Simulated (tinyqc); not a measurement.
Field length and prefactor from two substrate currents.

Question. For Em = (Vd - Vdsat)/l, Isub/Id = (Ai/Bi)(Vd - Vdsat) exp(-Bi l/(Vd - Vdsat)), and l = sqrt(3 tox xj). Find l, Ai and xj.

Values chosen for this exercise:
```
symbol  value   unit           meaning
tox       6.6     nm   oxide thickness
Bi       1.66  MV/cm  ionisation field
```

Isub/Id at Vd - Vdsat = 1.6 and 2.2 V: [0.0152133724, 0.0783472169]

Answer. ln[Isub/(Id (Vd - Vdsat))] is linear in 1/(Vd - Vdsat) with slope -Bi l.

l = 46.7 nm
Ai = 2.00e6 1/cm
xj = 110 nm

Computed by the program tinyqc: `OMP_NUM_THREADS=1 python tinyqc.py 2550018 2550019 out.jsonl`, one thread of a shared Intel Xeon 2.30GHz, about 0.01 s for the whole run.
